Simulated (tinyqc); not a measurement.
From results back to parameters: Slater-Koster d bands of an fcc metal. Five cases, with inputs chosen for the exercise.

Problem. In an fcc d band with nearest neighbours E(t2g, Gamma) = 3 dds + 4 ddp + 5 ddd, E(eg, Gamma) = 1.5 dds + 6 ddp + 4.5 ddd, and at X = (1,0,0) the yz state has 3 dds - 4 ddp - 3 ddd. The three levels come from hidden integrals.

Case 1.

levels (eV): t2g Gamma -1.4940, eg Gamma 1.3530, yz at X -5.1820

Case 2.

levels (eV): t2g Gamma -0.9020, eg Gamma 0.2490, yz at X -2.0060

Case 3.

levels (eV): t2g Gamma -0.7700, eg Gamma 0.4770, yz at X -2.2100

Case 4.

levels (eV): t2g Gamma -1.2260, eg Gamma 1.3650, yz at X -4.8660

Case 5.

levels (eV): t2g Gamma -0.5270, eg Gamma 0.3825, yz at X -1.7430

Find: dds, ddp, ddd.

Solution. Three linear equations: the first less the third is 8 (ddp + ddd); twice the second less the first is 8 ddp + 4 ddd; their difference gives ddd.

Case 1.

dds, ddp, ddd (eV): -1.070  0.589  -0.128

Case 2.

dds, ddp, ddd (eV): -0.460  0.212  -0.074

Case 3.

dds, ddp, ddd (eV): -0.473  0.251  -0.071

Case 4.

dds, ddp, ddd (eV): -0.989  0.534  -0.079

Case 5.

dds, ddp, ddd (eV): -0.372  0.171  -0.019

Computed by tinyqc, one run a case: `OMP_NUM_THREADS=1 python tinyqc.py N N+1 out.jsonl` with N = 1451001, 1451030, 1451053, 1451093, 1451107; one thread of a shared Intel(R) Xeon(R) Processor @ 2.30GHz, about 0.06 s a run at most.
